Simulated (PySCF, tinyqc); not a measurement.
CIS on RHF in the sto-6g basis, for H3+, spin multiplicity 1, step by step. The lowest restricted solution is unstable here: a spin-polarised one lies 0.0121 hartree lower (PySCF). One step of it, computed by the program tinyqc.

Task: CIS matrix, triplets. A(ia,jb) = (e_a - e_i) d_ij d_ab - (ij|ab).

orbital energies (hartree): MO1 -0.831064, MO2 -0.336916, MO3 0.061941

Two-electron integrals over orbitals (pq|rs), unique and non-zero (hartree):
```
(11|11) 0.517178    (21|11) -0.000094   (21|21) 0.148301    (22|11) 0.437179
(22|21) 0.000170    (22|22) 0.504482    (31|11) 0.087721    (31|21) 0.000029
(31|22) -0.057354   (31|31) 0.146441    (32|11) 0.000043    (32|21) -0.146492
(32|22) -0.000161   (32|31) -0.000102   (32|32) 0.160325    (33|11) 0.524885
(33|21) -0.000164   (33|22) 0.461498    (33|31) 0.080053    (33|32) 0.000128
(33|33) 0.556337
```

Give: CIS matrix A, triplet.

Result:

CIS matrix A, triplet (hartree):
```
        1>2     1>3
1>2  0.0570  0.0000
1>3  0.0000  0.3681
```
